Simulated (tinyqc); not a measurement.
# Access strength from the read disturbance

Question. Transistor (EKV form, voltages against the body): I = 2 n b Vt^2 [F(vp - Vs) - F(vp - Vd)] from drain to source, F(v) = ln^2(1 + exp(v/(2 Vt))), vp = (Vg - VT + sg |Vd - Vs|)/n. n-channel bodies are at 0; for the p-channel device all voltages are counted down from Vdd. b in uA/V^2 gives I in uA. In an SRAM read the low node Q obeys In(gate QB, drain Q) = Ip(gate QB, drain Q) + Ia, where the access transistor (threshold VTn) has its gate and drain at Vdd and its source at Q. Find Ia, ba and the cell ratio bn/ba.

Parameters, values chosen for the exercise:
- T = 400 K (temperature)
- Vdd = 0.7 V (supply voltage)
- n = 1.44 (slope factor)
- sg = 0.05 (drain-induced barrier lowering)
- VTn = 0.33 V (n-channel threshold)
- VTp = 0.35 V (p-channel threshold (magnitude))
- bn = 150 uA/V^2 (gain factor of the pull-down transistor)
- bp = 87 uA/V^2 (gain factor of the pull-up transistor)

Constants: q = 1.602176634e-19 C, kB = 1.380649e-23 J/K, Vt = kB T/q. Results are converted to the units shown.

Q and QB in the read (V): 0.077861154  0.69974467

Answer. The node equation gives Ia, which is proportional to ba.

Ia = 3.61 uA
ba = 120 uA/V^2
cell ratio = 1.25

Numbers from tinyqc (`OMP_NUM_THREADS=1 python tinyqc.py 2340119 2340120 out.jsonl`; about 0.2 s on one thread of a shared Intel Xeon 2.30GHz).
